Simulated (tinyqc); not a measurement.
# Tunnel rates from the two plateau currents

Problem. With only the 0-1 transition of a spin-degenerate level in the bias window, I = 2 q G_in G_out/(2 G_in + G_out). Find GL and GR.

Constants: q = 1.602176634e-19 C. Results are converted to the units shown.

sizes of the plateau currents for electrons entering from the left and from the right (pA): [9.4103513, 12.396328]

Answer. q/I(left) = 1/GR + 1/(2 GL) and q/I(right) = 1/GL + 1/(2 GR) are linear in 1/GL and 1/GR.

GL = 0.170 1/ns
GR = 0.0710 1/ns

tinyqc, about 0.01 s, one thread, Intel Xeon 2.30GHz (shared host): `OMP_NUM_THREADS=1 python tinyqc.py 2780106 2780107 out.jsonl`
